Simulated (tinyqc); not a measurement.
Inside a calculation. Method: one-electron ion in a basis of Gaussians. Computed by tinyqc, a small Python program that keeps every step. Settings: Z = 5, l = 2. Command: `OMP_NUM_THREADS=1 python tinyqc.py 27309 27310 out.jsonl` (the two numbers bound the seeds that draw the settings). One thread of a shared host (Intel(R) Xeon(R) Processor @ 2.60GHz), about 0.01 s of CPU time with the checks.

## Matrices over normalised Gaussians

exponents of r^l exp(-a r^2) (1/bohr^2): 0.082950  0.198000  0.472800  1.129000  2.695000  6.436000  15.370000

Z = 5

l = 2

With p = a_i + a_j and I(k) = Gamma((k+1)/2) / (2 p^((k+1)/2)): S = I(2l+2), T = (2l+3) a_i a_j S / p, V = -Z I(2l+1), each divided by sqrt(S_ii S_jj).

S, lower triangle:
```
          1         2         3         4         5         6         7
1  1.000000
2  0.725264  1.000000
3  0.305591  0.725068  1.000000
4  0.091528  0.305447  0.725063  1.000000
5  0.023013  0.091522  0.305574  0.725245  1.000000
6  0.005333  0.022995  0.091508  0.305539  0.725015  1.000000
7  0.001193  0.005329  0.022991  0.091495  0.305372  0.725014  1.000000
```

T (hartree), lower triangle:
```
          1         2         3         4         5          6          7
1  0.290325
2  0.296788  0.693000
3  0.150957  0.708315  1.654800
4  0.049508  0.360182  1.691364  3.951500
5  0.012964  0.118168  0.860385  4.039406  9.432500
6  0.003057  0.030920  0.282129  2.054307  9.640536  22.526000
7  0.000689  0.007292  0.073820  0.673605  4.901420  23.022804  53.795000
```

V (hartree), lower triangle:
```
           1          2          3          4          5           6           7
1  -1.225595
2  -1.156736  -1.893526
3  -0.685496  -1.786896  -2.926022
4  -0.303192  -1.058753  -2.761238  -4.521534
5  -0.115415  -0.468409  -1.636511  -4.267439  -6.985833
6  -0.040973  -0.178215  -0.723743  -2.528683  -6.592189  -10.795601
7  -0.014112  -0.063266  -0.275358  -1.118277  -3.905458  -10.187276  -16.683060
```

## Generalised eigenproblem

H = T + V (hartree), lower triangle:
```
           1          2          3          4         5          6          7
1  -0.935270
2  -0.859948  -1.200526
3  -0.534538  -1.078581  -1.271222
4  -0.253684  -0.698571  -1.069874  -0.570034
5  -0.102451  -0.350241  -0.776126  -0.228033  2.446667
6  -0.037916  -0.147295  -0.441614  -0.474377  3.048347  11.730399
7  -0.013423  -0.055975  -0.201538  -0.444673  0.995962  12.835528  37.111940
```

Solve H C = S C e through S^(-1/2); each column has its largest component positive (the first on a tie).

eigenvalues of S: 0.029122  0.085755  0.232509  0.555425  1.153619  2.029058  2.914512

eigenvalues (hartree): -1.388798  -0.780360  -0.309643  1.358529  6.618294  21.361171  61.880460

coefficients:
```
          1          2          3          4          5          6          7
1  0.026575   0.978590  -1.296055   0.563577  -0.246556   0.120399  -0.061336
2  0.444620   0.025043   2.106252  -1.569310   0.749302  -0.365677   0.184970
3  0.497351  -0.448162  -1.125934   2.390925  -1.512511   0.766702  -0.384902
4  0.159688  -0.129937  -0.108498  -1.811191   2.311390  -1.408277   0.719358
5  0.033982  -0.029129  -0.081559   0.158612  -2.030259   2.166195  -1.268793
6  0.004867  -0.003380   0.004776  -0.096550   0.291589  -2.007919   1.921749
7  0.001074  -0.000950  -0.003741   0.013630  -0.080972   0.237682  -1.722849
```

For Z = 5 and l = 2 the exact lowest level is -Z^2/(2 n^2) with n = l + 1: -1.388889 hartree.
